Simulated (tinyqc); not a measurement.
Strength against creep resistance: grain growth, pinning, strength and diffusional creep of a polycrystal or thin film. Computed by tinyqc, a small Python program. Command: `OMP_NUM_THREADS=1 python tinyqc.py 3030114 3030115 out.jsonl grain walk`. One thread of a shared host (Intel(R) Xeon(R) Processor @ 2.30GHz), about 0.01 s of CPU time with the checks.

One mean grain size d describes the structure.

Inputs (values chosen for the exercise, for a model solid): atomic volume Omega = 20.02 angstrom^3; boundary energy gamma = 0.5 J/m^2; mobility prefactor M0 = 5.5e-07 m^4/(J s); activation energy of boundary motion Q_m = 4.26 eV; anneal temperature T = 1986 K; anneal time t = 6300 s; initial grain size d0 = 36 nm; particle volume fraction f = 0.0022; particle radius r = 5.8 nm; film thickness h = 170 nm; surface energy gamma_s = 1.9 J/m^2; Hall-Petch slope k_y = 0.29 MPa m^0.5; lattice diffusion energy Q_l = 5.5 eV; boundary diffusion energy Q_b = 2.48 eV; lattice prefactor D0 = 1.2e-05 m^2/s; boundary prefactor delta D0b = 1.9e-14 m^3/s; applied stress sigma = 12 MPa; service temperature T_c = 649 K.

Sample: thin film on a substrate.

Constants: k_B = 8.617333262e-05 eV/K; k_B = 1.380649e-23 J/K.

Method:
- M = M0 exp(-Q_m/(k_B T)). The driving pressure is 2 gamma/d. Zener pinning pressure 3 f gamma/(2 r) stops growth at d_Z = 4 r/(3 f). Grooves where boundaries meet the surface have the angle theta = arcsin(gamma/(2 gamma_s)) and are taken to stop growth at d_h = h/(2 theta), a few film thicknesses; the limit is 1/d_lim = 1/d_Z + 1/d_h.
- dd/dt = 2 M gamma (1/d - 1/d_lim) integrates to 2 M gamma t = d_lim (d0 - d) + d_lim^2 ln[(d_lim - d0)/(d_lim - d)]; without pinning d^2 = d0^2 + 4 M gamma t.
- Nabarro-Herring rate = 14 sigma Omega D_l/(k_B T d^2), D_l = D0 exp(-Q_l/(k_B T)); Coble rate = 14 pi sigma Omega delta D_b/(k_B T d^3), delta D_b = delta D0b exp(-Q_b/(k_B T)); they are equal at d_x = pi delta D_b/D_l.
- Hall-Petch term k_y/sqrt(d).

crossover size d_x = 1.40730e+21 micrometre

At T_c and sigma:
```
d (nm)  Hall-Petch term (MPa)  Nabarro-Herring (1/s)  Coble (1/s)  time to 1 % (s)
30                     1674.3             9.7589e-34   4.5779e-11       2.1844e+08
100                     917.1             8.7830e-35   1.2360e-12       8.0904e+09
300                     529.5             9.7589e-36   4.5779e-14       2.1844e+11
1000                    290.0             8.7830e-37   1.2360e-15       8.0904e+12
3000                    167.4             9.7589e-38   4.5779e-17       2.1844e+14
10000                    91.7             8.7830e-39   1.2360e-18       8.0904e+15
100000                   29.0             8.7830e-41   1.2360e-21       8.0904e+18
```

What follows from these numbers?

From 100 micrometre to 30 nm grains the Hall-Petch term grows 58 times, while the time to 1 % strain shrinks by 10.6 decades. Coble creep rules in 7 of the seven rows (d_x is a millimetre or more). Fine grains resist slip but creep fast. The Hall-Petch value at 30 nm is at the edge of that law, and in a film grains much larger than h lose atoms to the surfaces instead.

Extremes, crossings and ranges named in words are read from the listed rows.
